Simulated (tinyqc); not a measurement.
Inside a calculation: special k points of the bcc lattice. Values are carried at full precision from step to step, so a last printed digit may differ when a step is redone from the rounded ones.

Lattice vectors in units of a: a1 = (-1/2, 1/2, 1/2), a2 = (1/2, -1/2, 1/2), a3 = (1/2, 1/2, -1/2); reciprocal vectors b_i with a_i . b_j = 2 pi delta_ij. Mesh: k = sum_i f_i b_i with f_i = (2 j_i + shift)/(2 N), j_i = 0 .. N-1. The point group of the lattice has 48 operations; only those that map the mesh onto itself are used.

Values chosen for the exercise:
- N = 6 (points along each reciprocal vector)
- shift = 0 (half steps)
- D = 2.61 eV (half gap term)
- t = 0.34 eV (coupling)
- e0 = 1.49 eV (offset)

## Irreducible points and weights

Join points that an operation carries into one another (modulo reciprocal vectors); list each class by its first point in the order of (j1, j2, ...).

Irreducible points:
```
f1          f2      f3  weight
0.0000  0.0000  0.0000       1
0.0000  0.0000  0.1667      12
0.0000  0.0000  0.3333      12
0.0000  0.0000  0.5000       6
0.0000  0.1667  0.1667      24
0.0000  0.1667  0.3333      48
0.0000  0.3333  0.3333       8
0.1667  0.1667  0.1667       8
0.1667  0.1667  0.3333      12
0.1667  0.1667  0.8333       6
0.1667  0.3333  0.6667      24
0.1667  0.5000  0.5000      12
0.1667  0.5000  0.6667      24
0.3333  0.3333  0.6667       6
0.3333  0.5000  0.5000      12
0.5000  0.5000  0.5000       1
```

operations that keep the mesh = 48
irreducible points = 16

The weights add up to 216 = N^3; symmetry saves a factor 13.5.

## Which stars the mesh integrates

A_m(k) = sum over the m-th star of lattice vectors R of cos(k . R), stars in order of length: m = 1: |R|^2 = 0.75, 8 vectors, such as (1, 1, 1) in the basis a_i; m = 2: |R|^2 = 1, 6 vectors, such as (1, 1, 0) in the basis a_i; m = 3: |R|^2 = 2, 12 vectors, such as (2, 1, 1) in the basis a_i; m = 4: |R|^2 = 2.75, 24 vectors, such as (2, 2, 1) in the basis a_i; m = 5: |R|^2 = 3, 8 vectors, such as (2, 2, 2) in the basis a_i; m = 6: |R|^2 = 4, 6 vectors, such as (2, 2, 0) in the basis a_i. The zone mean of every A_m is zero.

Lattice vectors in units of a: a1 = (-1/2, 1/2, 1/2), a2 = (1/2, -1/2, 1/2), a3 = (1/2, 1/2, -1/2); f are fractions of the reciprocal vectors. Evaluate the first six A_m at each irreducible point (k . R = 2 pi sum f_i n_i) and form the weighted means.

A_m at the points:
```
       m=1     m=2     m=3      m=4     m=5     m=6
1    8.000   6.000  12.000   24.000   8.000   6.000
2    6.000   4.000   5.000    6.000   2.000   0.000
3    2.000   0.000  -3.000   -6.000   2.000   0.000
4    0.000  -2.000  -4.000    0.000   8.000   6.000
5    3.000   1.000  -1.000   -6.000  -1.000  -3.000
6    0.000  -2.000  -1.000    0.000   2.000   0.000
7   -1.000  -3.000   3.000    6.000  -1.000  -3.000
8    1.000  -3.000   3.000   -6.000  -1.000  -3.000
9    0.000  -5.000   8.000    0.000  -4.000   3.000
10   4.000   3.000   0.000    0.000  -4.000   3.000
11   0.000   1.000  -4.000    0.000  -4.000   3.000
12  -2.000   0.000  -3.000    6.000   2.000   0.000
13  -3.000   1.000  -1.000    6.000  -1.000  -3.000
14  -4.000   3.000   0.000    0.000  -4.000   3.000
15  -6.000   4.000   5.000   -6.000   2.000   0.000
16  -8.000   6.000  12.000  -24.000   8.000   6.000
```

weighted means: m=1 0.000, m=2 0.000, m=3 0.000, m=4 0.000, m=5 0.000, m=6 0.000

All six means vanish: the mesh is exact for functions whose Fourier series ends within these stars.

## A zone average from the irreducible points

Test function, the lower band of a two-band insulator: E(k) = -sqrt(D^2 + (e0 - t A_1(k))^2).

Lattice vectors in units of a: a1 = (-1/2, 1/2, 1/2), a2 = (1/2, -1/2, 1/2), a3 = (1/2, 1/2, -1/2). Evaluate E at each point and take the weighted mean; the reference uses the unshifted mesh with N = 24.

E at the points (eV): -2.8853  -2.6673  -2.7328  -3.0054  -2.6520  -3.0054  -3.1876  -2.8521  -3.0054  -2.6132  -3.0054  -3.3943  -3.6211  -3.8645  -4.3901  -4.9534

weighted mean = -3.1216 eV
reference mean = -3.1216 eV

The error is 0.00 meV with 16 points.

## Checks

- Weighted mean over irreducible points against the plain mean over the whole mesh (eV): both -3.121635.
- Reference mean against a mesh of N = 30 (eV): both -3.1216.

Run: tinyqc, `OMP_NUM_THREADS=1 python tinyqc.py 1682206 1682207 out.jsonl`; Intel(R) Xeon(R) Processor @ 2.30GHz, one thread, shared host; about 0.1 s of CPU time with all checks.
